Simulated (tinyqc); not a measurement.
Carrier statistics of a doped semiconductor with parabolic bands, step by step. Values are carried at full precision from step to step, so a last printed digit may differ when a step is redone from the rounded ones.

Constants: kB = 8.617333262e-05 eV/K; hbar^2/2m0 = 3.80998211 eV angstrom^2.

Inputs chosen for the exercise (near those of Si; shifted at random, so the results belong to these values and not to a real crystal):
```
symbol  value     unit    meaning
Eg0     1.164     eV      gap at 0 K
al      0.000473  eV/K    Varshni alpha
be      627       K       Varshni beta
T       350       K
ml      0.937     m0      longitudinal electron mass
mt      0.191     m0      transverse electron mass
Mv      6                 equivalent valleys
mhh     0.528     m0      heavy-hole mass
mlh     0.157     m0      light-hole mass
ND      1.6e+17   1/cm^3  donors
NA      3e+17     1/cm^3  acceptors
ED      0.0448    eV      donor level below Ec
EA      0.046     eV      acceptor level above Ev
```

## Gap and thermal energy

Eg(T) = Eg0 - al T^2/(T + be) (Varshni).

Eg = 1.10469 eV
kT = 0.030161 eV

The gap has shrunk by 59.3 meV from 0 K and is 36.6 kT wide.

## Effective densities of states

m_de = Mv^(2/3) (ml mt^2)^(1/3); m_dh = (mhh^(3/2) + mlh^(3/2))^(2/3); N = 2 (m kB T/(4 pi c))^(3/2) with c = hbar^2/2m0, in 1/angstrom^3; times 1e24 for 1/cm^3.

m_de = 1.0716 m0
m_dh = 0.5836 m0
Nc = 3.5079e+19 1/cm^3
Nv = 1.4099e+19 1/cm^3

The light holes supply 14.0 % of Nv, and Nc/Nv = 2.49.

## Intrinsic density and level

With Boltzmann statistics ni = sqrt(Nc Nv) exp(-Eg/2kT) and Ei = Eg/2 + (kT/2) ln(Nv/Nc), counted from Ev.

ni = 2.48e+11 1/cm^3
Ei = 0.5386 eV

Ei lies 13.7 meV below midgap, towards the band with the smaller density of states.

## Neutrality by bisection

Energies are counted from Ev, so Ec = Eg. n = Nc F_1/2((EF - Eg)/kT), p = Nv F_1/2(-EF/kT), ND+ = ND/(1 + 2 exp((EF - Eg + ED)/kT)), NA- = NA/(1 + 4 exp((EA - EF)/kT)); neutrality asks p + ND+ = n + NA-. F_j(eta) = (1/Gamma(j + 1)) integral_0^infinity x^j dx/(1 + exp(x - eta)), which tends to exp(eta) for eta << 0.

Start from the bracket [-0.2 eV, Eg + 0.2 eV]; at the midpoint EF take the sign of p + ND+ - n - NA-; where it is positive EF must rise. Fourteen steps are shown.

Bisection (eV, 1/cm^3):
```
step       low     high        EF         n         p       ND+       NA-  sign
1     -0.20000  1.30469   0.55235  3.90e+11  1.57e+11  1.60e+17  3.00e+17     -
2     -0.20000  0.55235   0.17617  1.50e+06  4.09e+16  1.60e+17  2.85e+17     -
3     -0.20000  0.17617  -0.01191  2.93e+03  1.46e+19  1.60e+17  1.06e+16     +
4     -0.01191  0.17617   0.08213  6.62e+04  9.05e+17  1.60e+17  1.36e+17     +
5      0.08213  0.17617   0.12915  3.15e+05  1.94e+17  1.60e+17  2.39e+17     +
6      0.12915  0.17617   0.15266  6.86e+05  8.91e+16  1.60e+17  2.69e+17     -
7      0.12915  0.15266   0.14091  4.65e+05  1.31e+17  1.60e+17  2.56e+17     +
8      0.14091  0.15266   0.14678  5.65e+05  1.08e+17  1.60e+17  2.63e+17     +
9      0.14678  0.15266   0.14972  6.22e+05  9.82e+16  1.60e+17  2.66e+17     -
10     0.14678  0.14972   0.14825  5.93e+05  1.03e+17  1.60e+17  2.64e+17     -
11     0.14678  0.14825   0.14752  5.79e+05  1.06e+17  1.60e+17  2.64e+17     +
12     0.14752  0.14825   0.14789  5.86e+05  1.04e+17  1.60e+17  2.64e+17     +
13     0.14789  0.14825   0.14807  5.89e+05  1.04e+17  1.60e+17  2.64e+17     -
14     0.14789  0.14807   0.14798  5.87e+05  1.04e+17  1.60e+17  2.64e+17     -
```

Each step halves the bracket, which is 0.184 meV wide at the last row.

## The neutral state

Solve the neutrality condition for EF to convergence.

EF = 0.1480 eV
n = 5.87e+05 1/cm^3
p = 1.04e+17 1/cm^3
ND+ = 1.60e+17 1/cm^3
NA- = 2.64e+17 1/cm^3

The material is p-type; 88.0 % of the acceptors are ionised. EF lies 4.91 kT inside the gap from the valence edge, so Boltzmann statistics would serve; n p/(Nc Nv exp(-Eg/kT)) = 0.997.

## Checks

- F_1/2(1) by the trapezoid rule against adaptive quadrature: both 1.575641.
- Positive against negative charge at the solution (1/cm^3): both 2.64073e+17.

tinyqc: `OMP_NUM_THREADS=1 python tinyqc.py 1681469 1681470 out.jsonl`; about 0.02 s, one thread, shared Intel(R) Xeon(R) Processor @ 2.30GHz.
